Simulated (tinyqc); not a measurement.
Deep-level transient spectroscopy: the DLTS spectrum.

Schottky contact on an n-type layer with shallow donors Nd (all ionised) and a donor-like deep trap, neutral when filled and positive when empty; depletion approximation. Traps within lam of the depletion edge stay filled. A long pulse to Vp fills the traps beyond x1 = Wp - lam; back at Vr those between x1 and x2 = Wr - lam emit. A rate window reads S = C(t2) - C(t1).

Emission rate en = sn vth(T) Nc(T) exp(-Et/kB T) = sn g T^2 exp(-Et/kB T), g = vth Nc/(300 K)^2, as vth goes as T^0.5 and Nc as T^1.5 (degeneracy factor 1). lam = sqrt(2 eps0 eps_r (EF - ET)/(q Nd)), EF - ET = Et - (kB T/q) ln(Nc(T)/Nd), Nc(T) = Nc (T/300 K)^1.5. In the steady state at the band bending V, 2 eps0 eps_r V/q = Nd W^2 + Nt (W - lam)^2 (the second term only if W > lam). W(t)^2 = Wr^2 + (Nt/Nd)(x2^2 - x1^2) exp(-en t), C = eps0 eps_r/W; for small Nt, dC/C = -(Nt/2 Nd) G exp(-en t) with G = (x2^2 - x1^2)/Wr^2. For an exponential transient S peaks where en = ew = ln(t2/t1)/(t2 - t1).

Values chosen for this exercise; material values close to those of silicon:

| symbol | value | unit | meaning |
|---|---|---|---|
| eps_r | 11.5 |  | relative permittivity |
| Nc | 2.78e19 | cm^-3 | conduction-band density of states at 300 K |
| vth | 2.2e7 | cm/s | thermal velocity at 300 K |
| Nd | 2.8e15 | cm^-3 | shallow donor density |
| Vbi | 0.63 | V | built-in voltage |
| Et | 0.49 | eV | depth of the trap below the conduction edge |
| sn | 3.1e-14 | cm^2 | capture cross-section |
| Nt | 3.4e13 | cm^-3 | trap density |
| Vr | 4.8 | V | reverse bias |
| Vp | 0 | V | reverse bias during the filling pulse |
| t1 | 1 | ms | first sampling time |
| t2 | 2.5 | ms | second sampling time |

Constants: q = 1.602176634e-19 C, kB = 1.380649e-23 J/K, eps0 = 8.8541878128e-14 F/cm where lengths are in cm. Results are converted to the units shown.

The DLTS spectrum:

| T (K) | en (1/s) | S (pF/cm^2) |
|---|---|---|
| 201 | 4.405 | 0.1416 |
| 209 | 14.06 | 0.4474 |
| 217 | 41.34 | 1.262 |
| 225 | 112.8 | 3.066 |
| 233 | 288.2 | 5.848 |
| 241 | 693.1 | 7.252 |
| 249 | 1579 | 4.230 |
| 256 | 3116 | 1.001 |
| 264 | 6496 | 0.03462 |
| 272 | 1.299e4 | 5.257e-5 |
| 280 | 2.502e4 | 3.160e-10 |
| 288 | 4.653e4 | 0 |

Read the table: what changes, and by how much?

S goes from 0.142 through a maximum of 7.25 (at T = 241 K among the rows listed) to 0 pF/cm^2; en equals ew = 611 1/s at 239.8 K. Colder, the trap has hardly emitted by t2; warmer, it is empty before t1. Rows above half of the largest S span 233 to 249 K.

Program tinyqc, `OMP_NUM_THREADS=1 python tinyqc.py 2050040 2050041 out.jsonl`; Intel Xeon 2.30GHz, shared host, one thread, about 0.01 s.
